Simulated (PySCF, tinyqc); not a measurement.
CISD on RHF in the sto-3g basis, for H4, spin multiplicity 1, step by step. The lowest restricted solution is unstable here: a spin-polarised one lies 0.1017 hartree lower (PySCF). Computed by tinyqc, a small Python program that keeps every step (integrals from PySCF). Settings: charge = 0, multiplicity = 1, basis = sto-3g, method = RHF, energy threshold = 1e-10, iteration cap = 60, orthogonalisation = symmetric, start = Wolfsberg-Helmholz matrix, DIIS depth = 6, ci = CISD, davidson = 1. Command: `OMP_NUM_THREADS=1 python tinyqc.py 26707 26708 out.jsonl` (the two numbers bound the seeds that draw the settings). One thread of a shared host (Intel(R) Xeon(R) Processor @ 2.60GHz), about 0.06 s of CPU time with the checks. The early iterations of the SCF are left out here.

## One-electron integrals

Geometry (angstrom):
```
atom         x         y         z
H     0.000000  0.000000  0.000000
H     0.000000  0.000000  1.453000
H     0.000000  1.905000  0.000000
H     0.000000  1.905000  1.453000
```

Basis sto-3g: exponents (1/bohr^2) and contraction coefficients of normalised primitives:
```
element  l (shell)  exponent  coefficient
H            s (1)  3.425251     0.154329
H            s (1)  0.623914     0.535328
H            s (1)  0.168855     0.444635
```

Overlap, kinetic and nuclear-attraction integrals over the contracted functions; the nuclear repulsion is the sum of Za Zb / Rab.

nuclear repulsion = 1.72569880 hartree

overlap S:
```
          1H 1s     2H 1s     3H 1s     4H 1s
1H 1s  1.000000  0.274534  0.139053  0.060044
2H 1s  0.274534  1.000000  0.060044  0.139053
3H 1s  0.139053  0.060044  1.000000  0.274534
4H 1s  0.060044  0.139053  0.274534  1.000000
```

kinetic energy T (hartree):
```
           1H 1s      2H 1s      3H 1s      4H 1s
1H 1s   0.760032   0.013973  -0.008660  -0.011183
2H 1s   0.013973   0.760032  -0.011183  -0.008660
3H 1s  -0.008660  -0.011183   0.760032   0.013973
4H 1s  -0.011183  -0.008660   0.013973   0.760032
```

nuclear attraction V (hartree):
```
           1H 1s      2H 1s      3H 1s      4H 1s
1H 1s  -2.087482  -0.503712  -0.241151  -0.106097
2H 1s  -0.503712  -2.087482  -0.106097  -0.241151
3H 1s  -0.241151  -0.106097  -2.087482  -0.503712
4H 1s  -0.106097  -0.241151  -0.503712  -2.087482
```

core Hamiltonian H = T + V (hartree):
```
           1H 1s      2H 1s      3H 1s      4H 1s
1H 1s  -1.327450  -0.489739  -0.249811  -0.117280
2H 1s  -0.489739  -1.327450  -0.117280  -0.249811
3H 1s  -0.249811  -0.117280  -1.327450  -0.489739
4H 1s  -0.117280  -0.249811  -0.489739  -1.327450
```

## Two-electron integrals

Functions are numbered as in S; the eight-fold symmetry (ij|kl) = (ji|kl) = (kl|ij) leaves the list below.

Two-electron integrals (ij|kl) in chemists' order, unique and non-zero (hartree):
```
(11|11) 0.774606   (21|11) 0.149198   (21|21) 0.043232   (22|11) 0.355767
(22|21) 0.149198   (22|22) 0.774606   (31|11) 0.066779   (31|21) 0.015033
(31|22) 0.041440   (31|31) 0.010130   (32|11) 0.023055   (32|21) 0.007016
(32|22) 0.025368   (32|31) 0.003699   (32|32) 0.001759   (33|11) 0.276452
(33|21) 0.070381   (33|22) 0.220709   (33|31) 0.066779   (33|32) 0.025368
(33|33) 0.774606   (41|11) 0.025368   (41|21) 0.007016   (41|22) 0.023055
(41|31) 0.003699   (41|32) 0.001721   (41|33) 0.023055   (41|41) 0.001759
(42|11) 0.041440   (42|21) 0.015033   (42|22) 0.066779   (42|31) 0.006291
(42|32) 0.003699   (42|33) 0.041440   (42|41) 0.003699   (42|42) 0.010130
(43|11) 0.070381   (43|21) 0.020191   (43|22) 0.070381   (43|31) 0.015033
(43|32) 0.007016   (43|33) 0.149198   (43|41) 0.007016   (43|42) 0.015033
(43|43) 0.043232   (44|11) 0.220709   (44|21) 0.070381   (44|22) 0.276452
(44|31) 0.041440   (44|32) 0.023055   (44|33) 0.355767   (44|41) 0.025368
(44|42) 0.066779   (44|43) 0.149198   (44|44) 0.774606
```

## Orthogonalisation

S = U s U^T; symmetric (Loewdin) form X = U s^(-1/2) U^T, so that X^T S X = 1.

eigenvalues of S: 0.646456  0.804475  1.075437  1.473632

X:
```
           1H 1s      2H 1s      3H 1s      4H 1s
1H 1s   1.036680  -0.142651  -0.067336  -0.002925
2H 1s  -0.142651   1.036680  -0.002925  -0.067336
3H 1s  -0.067336  -0.002925   1.036680  -0.142651
4H 1s  -0.002925  -0.067336  -0.142651   1.036680
```

## Iteration 2 (converged): orbitals

converged F (hartree):
```
           1H 1s      2H 1s      3H 1s      4H 1s
1H 1s  -0.146983  -0.321380  -0.094666  -0.066075
2H 1s  -0.321380  -0.146983  -0.066075  -0.094666
3H 1s  -0.094666  -0.066075  -0.146983  -0.321380
4H 1s  -0.066075  -0.094666  -0.321380  -0.146983
```

Diagonalise F' = X^T F X, C = X C', fill 2 alpha and 2 beta electrons from the bottom; D = 2 C_occ C_occ^T. Each column has its largest component positive (the first on a tie).

F' = X^T F X (hartree):
```
           1          2          3          4
1  -0.054427  -0.302049  -0.068405  -0.002027
2  -0.302049  -0.054427  -0.002027  -0.068405
3  -0.068405  -0.002027  -0.054427  -0.302049
4  -0.002027  -0.068405  -0.302049  -0.054427
```

orbital energies (hartree): MO1 -0.426907, MO2 -0.286044, MO3 0.181243, MO4 0.314000

coefficients C:
```
            MO1        MO2        MO3        MO4
1H 1s  0.411885   0.482145   0.557460   0.621871
2H 1s  0.411885   0.482145  -0.557460  -0.621871
3H 1s  0.411885  -0.482145   0.557460  -0.621871
4H 1s  0.411885  -0.482145  -0.557460   0.621871
```

D after iteration 2:
```
           1H 1s      2H 1s      3H 1s      4H 1s
1H 1s   0.804225   0.804225  -0.125630  -0.125630
2H 1s   0.804225   0.804225  -0.125630  -0.125630
3H 1s  -0.125630  -0.125630   0.804225   0.804225
4H 1s  -0.125630  -0.125630   0.804225   0.804225
```

## Convergence

Stop when the energy changes by less than 1e-10 hartree and every element of the error matrix X^T (F D S - S D F) X is below 3e-06.

Course of the cycle:
```
iteration  E (hartree)    change  largest element of the error matrix
1          -1.81787590         -                             1.05e-15
2          -1.81787590  1.78e-15                             3.74e-16
```

PySCF RHF in the same basis = -1.81787590 hartree

Converged in 2 iterations.

## Integrals over molecular orbitals

(pq|rs) = sum C_ip C_jq C_kr C_ls (ij|kl), one index at a time.

one-electron integrals over orbitals h = C^T H C (hartree):
```
           1          2          3          4
1  -1.482243   0.000000   0.000000   0.000000
2   0.000000  -1.348381   0.000000   0.000000
3   0.000000   0.000000  -1.206056   0.000000
4   0.000000   0.000000   0.000000  -1.090839
```

Two-electron integrals over orbitals (pq|rs), unique and non-zero (hartree):
```
(11|11) 0.403511   (21|21) 0.156891   (22|11) 0.404358   (22|22) 0.410513
(31|31) 0.123074   (32|32) 0.102269   (33|11) 0.401375   (33|22) 0.404946
(33|33) 0.409981   (41|32) 0.099968   (41|41) 0.097735   (42|31) 0.128574
(42|42) 0.136971   (43|21) 0.161683   (43|43) 0.174992   (44|11) 0.406301
(44|22) 0.413472   (44|33) 0.416229   (44|44) 0.425469
```

## CISD: determinants and Hamiltonian

Hartree-Fock energy = -1.81787590 hartree

Slater-Condon rules over spin orbitals, with the nuclear repulsion added and E(HF) subtracted on the diagonal. Only determinants linked to the reference directly or through others are kept (one block of an abelian symmetry group), so some states are absent.

Occupation strings over the orbitals (2 doubly, a alpha, b beta, 0 empty; spin orbitals ordered 1a 1b 2a 2b ...): 2200 aabb 2020 abab 2002 abba baab 0220 baba 0202 bbaa

H - E(HF) between determinants (hartree):
```
           2200       aabb       2020       abab       2002       abba       baab       0220
2200   0.000000  -0.028607   0.102269  -0.099968   0.136971   0.128574   0.128574   0.123074
aabb  -0.028607   0.530854   0.099968  -0.102269  -0.128574  -0.136971  -0.123074  -0.128574
2020   0.102269   0.099968   0.339821   0.061715   0.174992  -0.161683  -0.161683   0.156891
abab  -0.099968  -0.102269   0.061715   0.602692   0.161683  -0.174992  -0.156891   0.161683
2002   0.136971  -0.128574   0.174992   0.161683   0.656126  -0.033108  -0.033108   0.000000
abba   0.128574  -0.136971  -0.161683  -0.174992  -0.033108   0.662733   0.000000  -0.033108
baab   0.128574  -0.123074  -0.161683  -0.156891  -0.033108   0.000000   0.662733  -0.033108
0220   0.123074  -0.128574   0.156891   0.161683   0.000000  -0.033108  -0.033108   0.670441
baba  -0.099968  -0.097735   0.061715   0.000000   0.161683  -0.156891  -0.174992   0.161683
0202   0.097735   0.099968   0.000000   0.061715   0.156891  -0.161683  -0.161683   0.174992
bbaa  -0.028607   0.000000   0.099968  -0.097735  -0.128574  -0.123074  -0.136971  -0.128574

           baba       0202       bbaa
2200  -0.099968   0.097735  -0.028607
aabb  -0.097735   0.099968   0.000000
2020   0.061715   0.000000   0.099968
abab   0.000000   0.061715  -0.097735
2002   0.161683   0.156891  -0.128574
abba  -0.156891  -0.161683  -0.123074
baab  -0.174992  -0.161683  -0.136971
0220   0.161683   0.174992  -0.128574
baba   0.602692   0.061715  -0.102269
0202   0.061715   0.881061   0.099968
bbaa  -0.102269   0.099968   0.530854
```

## CISD: roots

Diagonalise (each vector has its largest component positive (the first on a tie)); all determinants have Ms = 0, so triplets appear too. The lowest singlet root is the correlation energy.

lowest roots of this matrix, relative to E(HF) (hartree): -0.156104  0.026267  0.070805  0.513768  0.528836  0.598594  0.663854  0.668848

lowest vectors:
```
         root 1     root 2    root 3     root 4
2200   0.896534   0.096684  0.000000   0.301244
aabb   0.019927  -0.257369  0.408248   0.208308
2020  -0.242567   0.638354  0.000000   0.664966
abab   0.138943   0.133172  0.408248  -0.250444
2002  -0.139190  -0.417099  0.000000   0.207075
abba  -0.158870   0.124197  0.408248   0.042136
baab  -0.158870   0.124197  0.408248   0.042136
0220  -0.124558  -0.394388  0.000000   0.328344
baba   0.138943   0.133172  0.408248  -0.250444
0202  -0.112320   0.234191  0.000000  -0.317181
bbaa   0.019927  -0.257369  0.408248   0.208308
```

<S^2> of these roots: 0.000000  0.000000  6.000000  0.000000  2.000000  2.000000  0.000000  2.000000

weight of the ground state by excitation level 0, 1, 2, ...: 0.803773  0.000000  0.196227

The reference has a weight of only 0.80: one determinant is a poor start here.

## The lowest root by the Davidson method

Start from the reference; add the residual divided by (theta - H_ii), orthogonalised, at each step.

Davidson iterations:
```
iteration  subspace  lowest Ritz value (hartree)  residual norm
1                 1                            0       3.30e-01
2                 2                  -0.15329884       5.57e-02
3                 3                  -0.15594065       1.06e-02
4                 4                  -0.15603962       4.96e-03
5                 5                  -0.15607986       2.90e-03
6                 6                  -0.15610387       2.18e-04
7                 7                  -0.15610396       1.05e-04
8                 8                  -0.15610399       1.84e-16
```
